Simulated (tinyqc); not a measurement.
From results back to parameters: Koster-Slater impurity in an sp3s* host.

Problem. In the Koster-Slater model a defect shifts the s level of its site by Vs and the p levels by Vp; an A1 level solves 1/Vs = G_s(E) and a T2 level 1/Vp = G_p(E), E from the top of the valence band. A defect has an A1 level at E = 0.5876 eV, one of the energies of the table, and a T2 level at 0.5876 eV.

G(E) of the host (1/eV):

| E (eV) | G_s | G_p |
|---|---|---|
| 0.0000 | -0.0705663 | 0.0982122 |
| 0.1469 | -0.0831562 | 0.0631900 |
| 0.2938 | -0.0975805 | 0.0361447 |
| 0.4407 | -0.1145204 | 0.0118818 |
| 0.5876 | -0.1350271 | -0.0120120 |
| 0.7345 | -0.1608695 | -0.0375565 |
| 0.8814 | -0.1954028 | -0.0675359 |
| 1.0282 | -0.2463077 | -0.1076857 |
| 1.1751 | -0.3388446 | -0.1765283 |

Find: Vs, Vp.

Solution. Read G_s and G_p at the two energies and invert them. Vs is attractive and pulls its level down from the conduction bands. Vp is attractive and pulls its level down from the conduction bands.

Vs, Vp (eV): -7.4  -83.2

Run: tinyqc, `OMP_NUM_THREADS=1 python tinyqc.py 1482443 1482444 out.jsonl`; Intel(R) Xeon(R) Processor @ 2.30GHz, one thread, shared host; about 0.01 s of CPU time with all checks.
